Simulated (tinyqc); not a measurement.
# Input admittance of a MOSFET at zero drain bias: distributed channel and distributed gate: effect of the gate overdrive

Source and drain grounded, strong inversion, w = 2 pi f, Cox = eps0 eox/tox. The channel is an RC line of resistance 1/(mu Cox Vo) per square fed from both ends, so one finger has the intrinsic admittance y = i w Cox L tanh(g)/g per width, g = (1/2) sqrt(i w tau), tau = L^2/(mu Vo). The vertical resistance rv/L is in series with y, the overlaps 2 i w Cov in parallel: y_t = 1/(1/y + rv/L) + 2 i w Cov. The gate strip is a line of Rsh/L per length loaded by y_t, so a finger has Y = y_t Wf tanh(k)/k, k = (Wf/sd) sqrt(y_t Rsh/L); the device has Nf Y.

Low-frequency limits, with c = Cox L and ct = c + 2 Cov: R_strip = Rsh Wf/(3 sd^2 L Nf), R_ch = (c/ct)^2 L/(12 mu Cox Vo Wf Nf), R_vert = (c/ct)^2 rv/(L Wf Nf), C = ct Wf Nf. Z = 1/(Nf Y) = R + 1/(i w C), Q = |Im Z|/R, far-point signal |1/cosh k|.

Values chosen for this exercise; values of the order met in silicon radio-frequency transistors:
```
symbol  value        unit                                                                 meaning
eox      8.77              relative permittivity of the gate insulator (close to aluminium oxide)
tox       3.8          nm                                                     insulator thickness
L        0.52          um                                                          channel length
Wf        3.3          um                                                            finger width
Nf         16                                                                   number of fingers
mu        280  cm^2/(V s)                                                        channel mobility
Rsh        32  ohm/square                                            sheet resistance of the gate
rv          0    ohm um^2                                  vertical resistivity of the gate stack
sd          1                                       number of ends at which a finger is contacted
Cov       0.2       fF/um                             overlap and fringe capacitance on each side
f         3.4         GHz                                                               frequency
```

Constants: eps0 = 8.8541878128e-14 F/cm where lengths are in cm. Results are converted to the units shown.

Effect of the gate overdrive:
```
Vo (V)	w tau	|k|	R (ohm)	low-frequency R (ohm)	C (fF)	Q	signal at the far point
0.2	1.032	0.3963	10.88	10.89	580.9	7.404	0.9916
0.35	0.5894	0.3970	8.034	8.037	581.5	10.02	0.9942
0.5	0.4126	0.3971	6.893	6.895	581.7	11.67	0.9953
0.65	0.3174	0.3972	6.278	6.280	581.8	12.82	0.9959
0.8	0.2579	0.3972	5.894	5.896	581.8	13.65	0.9963
0.95	0.2172	0.3973	5.632	5.633	581.8	14.29	0.9966
1.1	0.1875	0.3973	5.440	5.442	581.8	14.79	0.9968
1.25	0.1650	0.3973	5.295	5.297	581.8	15.19	0.9969
```

What does the comparison show?

As Vo goes from 0.2 to 1.25, R falls from 10.9 to 5.30 ohm, C stays near 582 fF and Q rises from 7.40 to 15.2. Only the channel term depends on Vo.

Computed by the program tinyqc: `OMP_NUM_THREADS=1 python tinyqc.py 2262017 2262018 out.jsonl`, one thread of a shared Intel Xeon 2.30GHz, about 0.01 s for the whole run.
